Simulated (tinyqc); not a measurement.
Binding against position: donor or exciton in a quantum well (variational effective-mass method). Computed by tinyqc, a small Python program. Command: `OMP_NUM_THREADS=1 python tinyqc.py 3010518 3010519 out.jsonl welldonor walk`. One thread of a shared host (Intel(R) Xeon(R) Processor @ 2.30GHz), about 0.1 s of CPU time with the checks.

H = -nabla^2 - 2/|r - r_i| + V(z) in effective units; trial function psi = f(z) exp(-|r - r_i|/lambda), f the ground state of the well. Mass and screening are the same in well and barrier; l = L/a* is the width in effective units. Bands are flat: no polarisation or applied field.

Inputs (values chosen for the exercise, modelled on CdS): electron mass m = 0.205 m_0; dielectric constant eps = 8.81; well width L = 1.5 nm; barrier height V_0 = 0.41 eV.

Centre: donor. Barriers: finite.

Constants: Ry = 13.605693123 eV; a_0 = 0.529177210903 angstrom.

Method:
- Ry* = Ry m/eps^2, a* = a_0 eps/m; l = L/a*.
- k solves k tan(k l/2) = sqrt(v - k^2), v = V_0/Ry*, 0 < k l/2 < pi/2 (bisection); f = cos(k z) inside and cos(k l/2) exp(-kappa (|z| - l/2)) outside, kappa = sqrt(v - k^2); subband energy k^2 Ry*.
- Binding E_b(lambda) = -1/lambda^2 + 4 A/(lambda B), with A = int f^2 exp(-2 s/lambda) dz, B = int f^2 exp(-2 s/lambda)(1 + 2 s/lambda) dz and s = |z - z_i|; 40 Gauss-Legendre points on each piece between the walls at z = -l/2 and l/2 and z_i, and out to 12/(kappa + 1/lambda) beyond the walls.
- Each row maximises over lambda (golden section, 0.3 to 4).

l = 0.659581

Ry* = 35.9354 meV

Against position:
```
z_i/L  lambda (a*)  binding (Ry*)  binding (meV)
0.0         0.8782         1.9430         69.823
0.1         0.8833         1.9255         69.193
0.2         0.8988         1.8745         67.360
0.3         0.9258         1.7948         64.497
0.4         0.9648         1.6942         60.883
0.5         1.0156         1.5826         56.873
```

From the centre to the wall the binding falls from 69.823 to 56.873 meV, 81 % of the centre value, since the walls keep the electron away from an off-centre ion; uniform doping thus gives a band of levels 12.951 meV wide, with a peak in its density at the centre value, where the slope vanishes. Caution: so narrow a well has large confinement energy, where non-parabolicity and barrier penetration matter.

Extremes, crossings and ranges named in words are read from the listed rows.
